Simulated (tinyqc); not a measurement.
Band-to-band tunnelling across a p-n junction in a two-band chain: one step. Self-energies of the two sides. Four cases, with inputs chosen for the exercise.

Task: Form cos(k a) and S for each side.

Sites alternate A at -Eg/2 and C at +Eg/2 with hopping -t; near the edges, with k counted from the zone boundary pi/a, E^2 = (Eg/2)^2 + (t a k)^2, so t = sqrt(c Eg/m)/a gives the mass m, c = hbar^2/2m0. In the gap cosh(q a) = 1 + (Eg^2/4 - e^2)/(2 t^2), e the energy from the local mid-gap. The potential is V0 = Eg + ov on the p side (left), 0 on the n side, and falls linearly over the 2N sites of the junction, V_j = V0 (1 - j/(2N + 1)), j = 1 to 2N, site 1 being A. E = Eg/2 + x ov. A half chain that ends on a site of level e1 with neighbour e2 has g = (1 + z)/(E - e1), z = exp(-/+ i k a) the root with Im g < 0, cos(k a) = (E - e1)(E - e2)/(2 t^2) - 1. S_L = t^2 g (ending on C, shifted by V0), S_R = t^2 g (starting on A). T = 4 Im(S_L) Im(S_R) |G_(1,2N)|^2.

Case 1.

Values chosen (out of a larger set: gap and mass near those of GaSb; not measured data): Eg = 0.745 eV (gap).

t = 2.070043 eV
V0 = 1.015000 eV
E = 0.469700 eV

Case 2.

Values chosen (out of a larger set: gap and mass near those of GaAs; not measured data): Eg = 1.459 eV (gap).

t = 1.685149 eV
V0 = 1.689000 eV
E = 0.846800 eV

Case 3.

Values chosen (out of a larger set: gap and mass near those of InGaAs; not measured data): Eg = 0.743 eV (gap).

t = 2.009828 eV
V0 = 1.093000 eV
E = 0.483500 eV

Case 4.

Values chosen (out of a larger set: gap and mass near those of GaAs; not measured data): Eg = 1.401 eV (gap).

t = 1.666278 eV
V0 = 1.511000 eV
E = 0.754400 eV

Give: cos(k a); S_L, S_R.

Result:

Case 1.

cos(k a): left -0.981494, right -0.990448

S_L, S_R (eV): -0.08640-0.89404i  0.04860-0.70156i

Case 2.

cos(k a): left -0.968812, right -0.967444

S_L, S_R (eV): -0.05635-0.44772i  0.05865-0.45594i

Case 3.

cos(k a): left -0.971100, right -0.988147

S_L, S_R (eV): -0.11900-0.98277i  0.05600-0.72526i

Case 4.

cos(k a): left -0.985279, right -0.985878

S_L, S_R (eV): -0.02805-0.32575i  0.02695-0.31959i

Computed by tinyqc, one run a case: `OMP_NUM_THREADS=1 python tinyqc.py N N+1 out.jsonl` with N = 1450178, 1450360, 1450464, 1450726; one thread of a shared Intel(R) Xeon(R) Processor @ 2.30GHz, about 0.01 s a run at most.
